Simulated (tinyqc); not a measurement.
# Charge-trap memory cell: two studies

Channel, tunnel oxide, storage layer, blocking layer, gate. N electrons per area sit in a sheet at the centroid and shift the threshold by U = (q/eps0) N (tb/eb + xc tn/en). EOT = t1 + 3.9 (tn/en + tb/eb); tunnel field F = (Vg - U)/EOT; dN/dt = eta (J/q)(1 - N/Nm). Fowler-Nordheim: J = A F^2 exp(-B/F), A = q^2/(16 pi^2 hbar mo phi) (times 1e14 for A/cm^2 with F in V/nm, emitter mass m0), B = (4/3) sqrt(mo/C) phi^1.5, C = hbar^2/(2 m0).

Inputs (values chosen for the exercise); oxide values close to those of silicon dioxide, storage layer close to silicon nitride, blocking layer close to aluminium oxide: tunnel barrier phi = 3.05 eV; tunnelling mass mo = 0.42 m0; tunnel oxide (permittivity 3.9) t1 = 4.6 nm; storage layer tn = 4.7 nm; its relative permittivity en = 7.5; blocking layer tb = 11.9 nm; its relative permittivity eb = 9; charge centroid, share of tn counted from the blocking side xc = 0.47; capture efficiency of an empty layer eta = 0.64; trap density Nm = 8.8e12 cm^-2; gate voltage less flat band and surface potential Vg = 15.2 V.

Constants: q = 1.602176634e-19 C, hbar = 1.054571817e-34 J s, m0 = 9.1093837015e-31 kg, eps0 = 8.8541878128e-14 F/cm where lengths are in cm, hbar^2/(2 m0) = 0.0380998212 eV nm^2. Results are converted to the units shown.

Each table varies one quantity; the others keep the values above.

## Threshold shift against programming time

The rate equation is integrated from N = 0 to the digits shown; blocking field (3.9 F + q N/eps0)/eb.

Threshold shift against programming time:

| t (s) | N/Nm | U (V) | F (V/nm) | blocking field (V/nm) |
|---|---|---|---|---|
| 3.4e-8 | 0.01671 | 0.04303 | 1.242 | 0.5413 |
| 1.6e-7 | 0.06938 | 0.1786 | 1.231 | 0.5458 |
| 7.3e-7 | 0.2150 | 0.5536 | 1.200 | 0.5582 |
| 3.4e-6 | 0.4542 | 1.169 | 1.150 | 0.5787 |
| 1.6e-5 | 0.7020 | 1.807 | 1.098 | 0.5999 |
| 7.3e-5 | 0.8923 | 2.297 | 1.058 | 0.6161 |
| 0.00034 | 0.9903 | 2.550 | 1.037 | 0.6245 |
| 0.0016 | 1.000 | 2.574 | 1.035 | 0.6254 |
| 0.0073 | 1.000 | 2.574 | 1.035 | 0.6254 |
| 0.034 | 1.000 | 2.574 | 1.035 | 0.6254 |

U rises from 0.0430 to 2.57 V, by 0.000 V a decade at the end. The traps are 100 % full, so filling caps the shift at 2.57 V. The blocking field reaches 6.25 MV/cm, where electrons may escape to the gate, which the model leaves out.

## Effect of the gate voltage

Same model as above.

After 1e-5 s.

Results:

| Vg (V) | N/Nm | U (V) | F (V/nm) | blocking field (V/nm) |
|---|---|---|---|---|
| 13.2 | 0.1414 | 0.3641 | 1.052 | 0.4809 |
| 14.1 | 0.3427 | 0.8824 | 1.083 | 0.5301 |
| 14.9 | 0.5530 | 1.424 | 1.105 | 0.5765 |
| 15.8 | 0.7740 | 1.993 | 1.132 | 0.6273 |
| 16.6 | 0.9224 | 2.375 | 1.166 | 0.6684 |
| 18.3 | 1.000 | 2.574 | 1.289 | 0.7355 |
| 19.2 | 1.000 | 2.574 | 1.363 | 0.7674 |

Estimate the missing row, Vg = 17.5 V.

Computed row:

| Vg (V) | N/Nm | U (V) | F (V/nm) | blocking field (V/nm) |
|---|---|---|---|---|
| 17.5 | 0.9950 | 2.562 | 1.224 | 0.7066 |

With this row back in the table: U rises from 0.364 to 2.57 V; the slope between neighbouring rows is at most 0.677 and 0 between the last two rows. In the upper rows it falls short of the 1 of a floating gate because capture weakens as the traps fill (100 % in the last row); where little charge has entered in the time given, the slope is small in any case. The blocking field reaches 7.67 MV/cm, where electrons may escape to the gate, which the model leaves out.

Range of the model: The Fowler-Nordheim form needs F t1 above phi; trap-assisted paths and leakage through the blocking layer are left out.

Program tinyqc, `OMP_NUM_THREADS=1 python tinyqc.py 2130075 2130076 out.jsonl`; Intel Xeon 2.30GHz, shared host, one thread, about 0.07 s.
